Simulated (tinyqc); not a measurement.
From results to parameters: diatomic chain. Computed by the program tinyqc.

Problem. A chain of two alternating masses has one spring constant k; at the zone edge omega^2 = 2k/M and 2k/m, and wavenumber = 521.4708 sqrt(omega^2) with omega^2 in eV/(angstrom^2 u). Find k, the heavier mass and the optical wavenumber at q = 0.

wavenumbers at the zone edge (cm^-1): 341.921147  576.084846
lighter mass = 37.200000 u

Solution. The upper value gives k = m omega^2/2, the ratio of the squares gives M/m, and at q = 0 omega^2 = 2k (1/m + 1/M), the sum of the two.

k = 22.7000 eV/angstrom^2
heavier mass = 105.6000 u
optical wavenumber at q = 0 = 669.9133 cm^-1
